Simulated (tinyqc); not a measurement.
Phonon transmission through an interface between two chains by Green functions: one step, computed by the program tinyqc. Command: `OMP_NUM_THREADS=1 python tinyqc.py 3031422 3031423 out.jsonl agf walk`. One thread of a shared host (Intel(R) Xeon(R) Processor @ 2.30GHz), about 0.01 s of CPU time with the checks.

Two semi-infinite chains (masses m_1, m_2; springs k_1, k_2), motion along the chain. The central region holds the end atom of each chain and three interlayer atoms of mass m_b, joined by springs k_b. lambda = omega^2 in eV/(angstrom^2 u); nu = 15.6333042 THz x sqrt(lambda).

Task: Band tops and impedances. nu_max = 15.6333042 THz x 2 sqrt(k/m); impedance Z = sqrt(k m); long-wave transmission 4 Z_1 Z_2/(Z_1 + Z_2)^2; the probe frequency is the given share of the lower band top.

Inputs (values chosen for the exercise, for two model chains): mass m_1 = 41.9 u; spring k_1 = 3.41 eV/angstrom^2; mass m_2 = 173 u; spring k_2 = 6.34 eV/angstrom^2; probe frequency / lower band top = 0.3.

Atoms in the interlayer: three.

Constants: nu for 1 eV/(angstrom^2 u) = 15.6333042 THz.

Give: band top of chain 1; band top of chain 2; Z_1; Z_2; long-wave transmission; probe frequency.

Result:

band top of chain 1 = 8.9197 THz

band top of chain 2 = 5.9855 THz

Z_1 = 11.953 sqrt(eV u)/angstrom

Z_2 = 33.118 sqrt(eV u)/angstrom

long-wave transmission = 0.77949

probe frequency = 1.7957 THz
